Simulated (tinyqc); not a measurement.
What moves the results: Fermi-Dirac statistics of conduction electrons. A value that a table varies takes the place of the one given here.

Non-parabolic band E (1 + alpha E) = c k^2/m: n = Nc (2/sqrt(pi)) integral_0^infinity sqrt(x (1 + a x)) (1 + 2 a x) dx/(1 + exp(x - eta)) with a = alpha kT and eta = (EF - Ec)/kT; a = 0 gives n = Nc F_1/2(eta).

Constants: hbar^2/2m0 = 3.80998211 eV angstrom^2; kB = 8.617333262e-05 eV/K.

Inputs chosen for the exercise (near those of Ge, lowest valleys alone; the results hold for these values, not for the real material):
- m = 0.5515 m0 (density-of-states mass of the conduction band)
- T = 300 K
- alpha = 0.68 1/eV (non-parabolicity)
- m1 = 0.0812 m0 (mass of one isotropic band with spin)
- L = 80 angstrom (confinement length used to compare densities)
- n = 3.6e+19 1/cm^3 (electron density)

## Parabolic against non-parabolic filling

N = 2 (m kB T/(4 pi c))^(3/2) with c = hbar^2/2m0, in 1/angstrom^3; times 1e24 for 1/cm^3. k_F = (3 pi^2 n)^(1/3) and the energy E0 that solves E (1 + alpha E) = c k_F^2/m give the limit of zero temperature.

EF - Ec (meV):
```
n (1/cm^3)  parabolic  non-parabolic  non-parabolic, 0 K
1.0e+18         -59.3          -61.1                 6.6
4.0e+18         -20.9          -22.9                16.5
2.0e+19          34.5           31.0                47.2
5.0e+19          82.7           75.8                84.8
2.0e+20         223.6          194.8               199.2
5.0e+20         415.2          335.6               338.6
```

Non-parabolicity lowers EF by 1.8 meV at the lowest density and by 79.6 meV at the highest, where alpha (EF - Ec) = 0.23. Temperature lowers EF below its 0 K value by 67.7 meV at the lowest density and by 3.0 meV at the highest. EF enters the band between 4e+18 and 2e+19 1/cm^3. In Ge the Gamma and Delta valleys, 0.14 and 0.18 eV up, would start to fill in the rows with EF above about 100 meV.

## Dimension (statistics of electrons in three, two and one dimensions)

One band edge at E = 0, lambda = sqrt(4 pi c/(m1 kT)) with c = hbar^2/2m0. Densities with spin: n3 = (2/lambda^3) F_1/2(eta), n2 = (2/lambda^2) F_0(eta) with F_0 = ln(1 + exp(eta)), n1 = (2/lambda) F_-1/2(eta). F_j(eta) = (1/Gamma(j + 1)) integral_0^infinity x^j dx/(1 + exp(x - eta)), which tends to exp(eta) for eta << 0.

The last two columns turn the sheet and line densities into volume densities, n2/L and n1/L^2, over n3.

Densities:
```
eta  n3 (1/cm^3)  n2 (1/cm^2)  n1 (1/cm)  (n2/L)/n3  (n1/L^2)/n3
-4      1.06e+16     1.59e+10   2.39e+04       1.88         3.54
-2      7.51e+16     1.11e+11   1.64e+05       1.85         3.41
-1      1.90e+17     2.75e+11   3.89e+05       1.80         3.20
0       4.44e+17     6.08e+11   8.01e+05       1.71         2.82
1       9.15e+17     1.15e+12   1.36e+06       1.57         2.32
2       1.64e+18     1.87e+12   1.94e+06       1.42         1.85
4       3.78e+18     3.52e+12   2.89e+06       1.16         1.20
8       1.01e+19     7.02e+12   4.20e+06      0.870        0.651
```

lambda = 151.0 angstrom

Far below the edge all three follow exp(eta), and the ratios tend to lambda/L = 1.888 and its square. From eta = 4 to 8 the densities grow by 2.67, 1.99 and 1.45, near the powers 2^(3/2), 2 and 2^(1/2) that the densities of states E^(1/2), E^0 and E^(-1/2) give. One subband serves while EF stays several kT below the second, 8.4 kT up for hard walls; rows with a larger eta, if any, overfill it.

## What moves the Fermi level

N = 2 (m kB T/(4 pi c))^(3/2) with c = hbar^2/2m0, in 1/angstrom^3; times 1e24 for 1/cm^3. Each row changes one parameter from the base and keeps the others.

Results:
```
case                parabolic EF - Ec (meV)  non-parabolic EF - Ec (meV)
base                                  63.00                        57.72
m = 0.6067 m0                         55.37                        50.64
T = 275 K                             64.57                        59.61
n = 7.2e+19 1/cm^3                   109.16                        99.40
alpha = 1.02 1/eV                     63.00                        55.39
```

The largest shifts from the base row, up to three for each result and ties (the steps differ in size, so this ranks the rows, not the parameters). parabolic EF - Ec (meV): n +46.16, m -7.63, T +1.57; unchanged at the printed digits by alpha. non-parabolic EF - Ec (meV): n +41.68, m -7.09, alpha -2.34.

(tinyqc, `OMP_NUM_THREADS=1 python tinyqc.py 1651238 1651239 out.jsonl`, Intel(R) Xeon(R) Processor @ 2.30GHz, 1 thread, shared host, about 0.01 s.)
